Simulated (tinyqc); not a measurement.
Schottky emission and Poole-Frenkel conduction in an insulator, and how to tell them apart: one step of the calculation.

Schottky emission (electrode-limited): J = As T^2 exp[-(pb - b sqrt(F))/Vt], b = sqrt(q/(4 pi eps0 ei)). Poole-Frenkel emission (bulk-limited): J = s0 F exp[-(pt - 2 b sqrt(F))/Vt]. F in V/cm.

Question. Both currents at one field. Lowerings b sqrt(F) and 2 b sqrt(F); the image-force maximum lies at sqrt(q/(16 pi eps0 ei F)) from the electrode.

Values chosen for this exercise; dielectric values close to those of hafnium oxide: temperature T = 400 K; high-frequency relative permittivity ei = 4.36; trap depth pt = 1.12 eV; Poole-Frenkel prefactor s0 = 0.11 S/cm; electrode barrier pb = 1.44 eV; Richardson constant As = 48 A/(cm^2 K^2); field F = 2.1 MV/cm.

Constants: q = 1.602176634e-19 C, kB = 1.380649e-23 J/K, Vt = kB T/q, eps0 = 8.8541878128e-14 F/cm where lengths are in cm. Results are converted to the units shown.

Wanted: Schottky lowering; position of the barrier top; Poole-Frenkel lowering; J, Schottky; J, Poole-Frenkel.

Answer.

Schottky lowering = 263.4 meV
position of the barrier top = 0.6270 nm
Poole-Frenkel lowering = 526.7 meV
J, Schottky = 1.149e-8 A/cm^2
J, Poole-Frenkel = 0.007736 A/cm^2

Injection and bulk transport act in series, so the smaller capacity limits the current: here the electrode, by a factor of 6.73e5.

Numbers from tinyqc (`OMP_NUM_THREADS=1 python tinyqc.py 2370151 2370152 out.jsonl`; about 0.01 s on one thread of a shared Intel Xeon 2.30GHz).
